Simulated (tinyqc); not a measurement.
# Long-channel MOSFET, surface-potential model: two studies

n-channel transistor on a uniformly doped p-type body, gradual-channel approximation, constant mobility, Boltzmann statistics, full ionisation. Potentials are counted from the neutral body; V is the electron quasi-Fermi potential, Vsb at the source and Vsb + Vds at the drain. Charges are magnitudes per area.

Values chosen for this exercise; material values close to those of silicon: temperature T = 273 K; band gap Eg = 1.11 eV; relative permittivity of the semiconductor eps_r = 11.9; conduction-band density of states at T Nc = 2.47e19 cm^-3; valence-band density of states at T Nv = 2.29e19 cm^-3; acceptor density of the body Na = 2e17 cm^-3; relative permittivity of the gate insulator eox = 26.2; insulator thickness tox = 180 nm; flat-band voltage Vfb = -0.6 V; channel mobility mu = 250 cm^2/(V s); gate width W = 5 um; gate length L = 1 um; source-body reverse bias Vsb = 0 V; gate-source voltage Vgs = 2.29 V; drain-source voltage Vds = 0.2 V.

Constants: q = 1.602176634e-19 C, kB = 1.380649e-23 J/K, Vt = kB T/q, eps0 = 8.8541878128e-14 F/cm where lengths are in cm. Results are converted to the units shown.

Each table varies one quantity; the others keep the values above.

## Effect of the acceptor density of the body

ni = sqrt(Nc Nv) exp(-Eg/(2 Vt)), Eg in volts; phiF = Vt ln(Na/ni); Cox = eps0 eox/tox; gamma = sqrt(2 q eps0 eps_r Na)/Cox. The surface potential psi at channel potential V solves Vgs + Vsb - Vfb - psi = gamma sqrt(G), G = psi - Vt + Vt exp((psi - 2 phiF - V)/Vt). Charge sheet: Qi = Cox gamma [sqrt(G) - sqrt(psi - Vt)]; I = mu (W/L) [integral of Qi dpsi from psi_0 to psi_L (drift) + Vt (Qi0 - QiL) (diffusion)], with psi_0 at V = Vsb and psi_L at V = Vsb + Vds. VT = Vfb + 2 phiF + gamma sqrt(2 phiF + Vsb), m = 1 + gamma/(2 sqrt(2 phiF + Vsb)). The swing is 20 mV/log10[I(VT - 0.14 V)/I(VT - 0.16 V)] of the charge-sheet current at the given Vds.

Result of one run:
```
Na (cm^-3),gamma (V^0.5),VT (V),m,swing (mV/decade),"I at Vgs, Vds (uA)"
2e16,0.6376,0.7388,1.362,77.11,39.80
```

What becomes of these results when the acceptor density of the body Na is changed from 2e16 to 6.8e16 cm^-3, all else the same?

Result of the changed run:
```
Na (cm^-3),gamma (V^0.5),VT (V),m,swing (mV/decade),"I at Vgs, Vds (uA)"
6.8e16,1.176,1.308,1.644,93.55,21.78
```

The whole series:
```
Na (cm^-3),gamma (V^0.5),VT (V),m,swing (mV/decade),"I at Vgs, Vds (uA)"
2e16,0.6376,0.7388,1.362,77.11,39.80
3.7e16,0.8672,0.9843,1.483,84.17,32.02
6.8e16,1.176,1.308,1.644,93.55,21.78
1.3e17,1.626,1.777,1.874,107.2,7.722
2.3e17,2.162,2.334,2.145,123.8,0.06435
4.3e17,2.956,3.159,2.540,149.1,3.883e-7
```

As Na goes from 2e16 to 4.3e17 cm^-3, VT rises from 0.739 to 3.16 V, the swing rises from 77.1 to 149 mV a decade and the current falls from 39.8 to 3.88e-7 uA. The swing is 4.5 % above m Vt ln 10 in the first row and 8.3 % above it in the last. The gate voltage is below VT in 2 of the 6 rows.

## Transfer curve from weak to strong inversion

Pao-Sah: Qi(V) = (Cox gamma/2) integral from 3 Vt to psi of exp((u - 2 phiF - V)/Vt)/sqrt(G(u, V)) du, and I = mu (W/L) integral of Qi dV from Vsb to Vsb + Vds. Square law: VT = Vfb + 2 phiF + gamma sqrt(2 phiF + Vsb), m = 1 + gamma/(2 sqrt(2 phiF + Vsb)), I = mu Cox (W/L) [(Vgs - VT) v - m v^2/2] with v the smaller of Vds and (Vgs - VT)/m, and zero below VT. gm = dI/dVgs of the charge-sheet current.

Transfer curve from weak to strong inversion:
```
Vgs (V),"I, charge sheet (uA)","I, Pao-Sah (uA)",drift share (%),gm/I (1/V),"I, square law (uA)"
1.98,0.002889,0.002935,0.7450,19.39,0
2.15,0.07086,0.07187,14.05,17.24,0
2.33,0.8045,0.8150,51.60,9.908,0.8496
2.5,2.981,3.018,71.25,5.970,3.928
2.68,6.955,7.037,82.66,3.637,9.365
2.85,11.51,11.65,88.48,2.426,14.84
3.03,16.66,16.85,91.72,1.749,20.64
3.21,21.97,22.21,93.59,1.357,26.44
3.38,27.08,27.37,94.74,1.116,31.92
```

The charge-sheet current rises from 0.00289 to 27.1 uA. In the first row gm/I is 19.4 1/V, a swing of 119 mV a decade, against Vt ln 10 = 54.2 mV a decade for an ideal gate; in the last it is 1.12 1/V. Drift passes half of the current at Vgs = 2.33 V among the rows listed (VT = 2.18 V). The charge sheet departs most from Pao-Sah at Vgs = 1.98 V, where it is 1.6 % below it. In the last row the square law is 17 % above Pao-Sah. For Vgs = 3.21 to 3.38 V the surface electron density at the source passes 0.3 Nc, where degeneracy and quantisation, left out here, matter.

Numbers from tinyqc (`OMP_NUM_THREADS=1 python tinyqc.py 2360034 2360035 out.jsonl`; about 0.04 s on one thread of a shared Intel Xeon 2.30GHz).
